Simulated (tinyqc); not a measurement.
Effective mass of the heavy-hole band from tabulated energies, step by step. Values are carried at full precision from step to step, so a last printed digit may differ when a step is redone from the rounded ones.

c = hbar^2/2m0. A uniform scatter of up to 0.1 meV has been added to mimic numerical noise.
Constants: hbar^2/2m0 = 3.80998211 eV angstrom^2; kB = 8.617333262e-05 eV/K.

Parameters, chosen for this exercise (out of a larger set: band of an eight-band Kane model near CdTe; not measured data): T = 300 K (temperature).

## Finite differences

Energies along [110], from the band edge downward:
```
k (1/angstrom),E (meV)
0.00000,0.0000
0.02400,3.2515
0.04800,12.6533
0.07200,28.3887
0.09600,50.2599
0.12000,78.2626
0.14400,111.9487
0.16800,151.4389
0.19200,196.1341
```

reference mass (curvature of the model at k = 0.0001 1/angstrom) = 0.69174 m0

The band is even in k. m = c k^2/E(k) from the points 1, 2, 4 (k = 0 is point 0); Richardson from points 1 and 2: c/m = [16 E(k1) - E(k2)]/(12 k1^2).

m from points 1, 2, 4 (m0): 0.67493  0.69375  0.69862

m by Richardson = 0.66889 m0

Errors against the reference: -2.43, +0.29 and +1.00 % and -3.30 %. The extrapolation does not help: a scatter of 0.1 meV is 3 % of the first energy, and the formula weights that point by 4/3.

## Least squares over all points

Fit E = a k^2 (a = sum k^2 E/sum k^4), then E = a k^2 + b k^4 from the normal equations; E in eV; m = c/a.

sums of k^4, k^6, k^8: 0.0029103  8.5416e-05  2.7172e-06

sums of k^2 E, k^4 E: 0.015594  0.00045664

a, one term = 5.3582 eV angstrom^2

a and b, two terms: 5.504  -4.953

m, one and two terms (m0): 0.71105  0.69227

The parabola over all points errs by +2.8 % because the weights k^4 favour the outer points; the second term brings the error to +0.1 %.

## The non-parabolic form

E (1 + alpha E) = c k^2/m means that y = c k^2/E is a straight line in E with intercept m and slope m alpha. Fit the line by unweighted least squares over points 1 to 8, E in eV.

y (m0): 0.67493  0.69375  0.69573  0.69862  0.70102  0.70571  0.71007  0.71610

m = 0.68685 m0
alpha = 0.233 1/eV

The intercept errs by -0.71 %. The scatter of the first points, divided by small energies, tilts an unweighted line. For this band the scale of alpha is set by Dso = 0.923 eV as well as by the gap.

## Which mass for which use

From the fitted m and alpha: momentum mass at energy E, m (1 + 2 alpha E); curvature mass m (1 + 2 alpha E)^3; thermal factors to first order in alpha kT: density of states Nc (1 + 15 alpha kT/4), conductivity mass m (1 + 5 alpha kT). Take E = 3 kT/2.

alpha kT = 0.0060
momentum mass = 0.69926 m0
curvature mass = 0.72475 m0
factor on Nc = 1.0226
thermal conductivity mass = 0.70753 m0

alpha kT is small, so first order serves. For a warped valence band one direction does not stand for the whole band.

## Checks

- Two-term fit by normal equations against a least-squares routine: both 5.50359.

tinyqc: `OMP_NUM_THREADS=1 python tinyqc.py 1880585 1880586 out.jsonl`; about 0.01 s, one thread, shared Intel(R) Xeon(R) Processor @ 2.30GHz.
